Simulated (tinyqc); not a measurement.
# Worked calculation: on-chip interconnect, size-dependent resistivity and RC delay

Program tinyqc, `OMP_NUM_THREADS=1 python tinyqc.py 2100173 2100174 out.jsonl`; Intel Xeon 2.30GHz, shared host, one thread, about 0.01 s. Printed values are rounded.

A rectangular line between two neighbours and two ground planes. Surface and grain-boundary scattering are added to the bulk resistivity as corrections; capacitances are parallel-plate values without fringing; inductance is ignored.

Inputs (values chosen for the exercise); metal values close to those of copper: bulk resistivity rho0 = 1.68 uohm cm; bulk mean free path lam = 39.8 nm; specular share of surface scattering ps = 0; reflection coefficient of grain boundaries Rg = 0.54; grain size over the metal width gr = 0.7; drawn line width wd = 24 nm; aspect ratio, height over width AR = 2.4; liner on both walls and the bottom, not conducting tl = 1.2 nm; space to the neighbouring lines sp = 29 nm; dielectric height to the planes above and below hd = 36 nm; relative permittivity of the dielectric ek = 3; Miller factor of the neighbours Mf = 2; line length Lw = 23 um; driver resistance Rd = 3300 ohm; load capacitance Cl = 0.18 fF; time step dt = 6.5 ps.

Constants: eps0 = 8.8541878128e-12 F/m. Results are converted to the units shown.

Range of the model: The metal width is under the mean free path, where the thick-limit surface term and the simple sum of corrections lose accuracy.

## Resistivity, resistance and capacitance per length

Metal width x = wd - 2 tl, height y = AR wd - tl; grain boundaries (Mayadas-Shatzkes): al = (lam/(gr x)) Rg/(1 - Rg), g = 1/[1 - 3 al/2 + 3 al^2 - 3 al^3 ln(1 + 1/al)] - 1; surfaces (Fuchs-Sondheimer, thick limit): s = (3/8) lam (1 - ps)(1/x + 1/y); rho = rho0 (1 + g + s); r = rho/(x y); c = eps0 ek (2 wd/hd + 2 Mf AR wd/sp).

x = 21.6 nm
y = 56.4 nm
al = 3.09006
g = 4.17716
s = 0.955600
rho = 10.3030 uohm cm
r = 84.5731 ohm/um
c = 0.246452 fF/um

rho is 6.13 times the bulk value; grain boundaries add more (4.18 against 0.956). The liner takes 11.9 % of the cross-section.

## Ladder and Elmore delays

7 equal pi sections: series Rs = r Lw/7; node capacitances c Lw/7, halved at nodes 0 and 7, with Cl added to node 7; Rd feeds node 0. Elmore delay of node k: the sum, over the resistors on the path to k, of resistance times all capacitance downstream of it.

Rs = 277.883 ohm

```
node    C (fF)  Elmore delay (ps)
0     0.404885            19.2997
1     0.809770            20.8123
2     0.809770            22.1000
3     0.809770            23.1626
4     0.809770            24.0002
5     0.809770            24.6128
6     0.809770            25.0003
7     0.584885            25.1628
```

The far-end value equals Rd (c Lw + Cl) + r Lw (c Lw/2 + Cl) for any number of pi sections; the line resistance contributes 23.3 % of it.

## Step 1: node voltages after a time step

v at t = 0, node 0 to 7 (V): 0  0  0  0  0  0  0  0

A 1 V step is applied behind Rd at t = 0. C dv/dt = -G v + b, with G the conductance matrix of the ladder (1/Rs between neighbours, 1/Rd added at node 0) and b = (1 V/Rd, 0, ...). Trapezoidal step: (C/dt + G/2) v(new) = (C/dt - G/2) v + b.

v at t = 1 dt, node 0 to 7 (V): 0.498460  0.389276  0.307044  0.246071  0.202135  0.172195  0.154177  0.146834

## Step 2: node voltages after a time step

As before.

v at t = 2 dt, node 0 to 7 (V): 0.444370  0.462661  0.459080  0.444767  0.427174  0.411166  0.399782  0.394728

## Course in time

A 1 V step is applied behind Rd at t = 0. C dv/dt = -G v + b, with G the conductance matrix of the ladder (1/Rs between neighbours, 1/Rd added at node 0) and b = (1 V/Rd, 0, ...). Trapezoidal step: (C/dt + G/2) v(new) = (C/dt - G/2) v + b. The last column solves the same ladder exactly by its modes.

Voltages (V):
```
t (ps)  node 0  node 3  node 7  node 7, exact
6.500   0.4985  0.2461  0.1468         0.1808
13.00   0.4444  0.4448  0.3947         0.3797
19.50   0.7134  0.5608  0.5305         0.5305
26.00   0.6762  0.6883  0.6455         0.6446
32.50   0.8461  0.7460  0.7366         0.7310
39.00   0.8044  0.8243  0.7953         0.7964
45.50   0.9230  0.8535  0.8508         0.8459
52.00   0.8778  0.9007  0.8826         0.8834
58.50   0.9662  0.9157  0.9150         0.9117
65.00   0.9207  0.9438  0.9330         0.9332
71.50   0.9897  0.9516  0.9514         0.9494
78.00   0.9462  0.9681  0.9619         0.9617
```

The far end of the ladder reaches 0.5 V at 18.03 ps, 0.717 of its Elmore delay (ln 2 = 0.693 for a single pole); the slowest mode has a time constant of 23.34 ps. The largest error of the trapezoidal steps at that node is 34 mV. Node 0 swings up and down from step to step: the trapezoidal rule does not damp modes much faster than dt, so these swings are numerical.
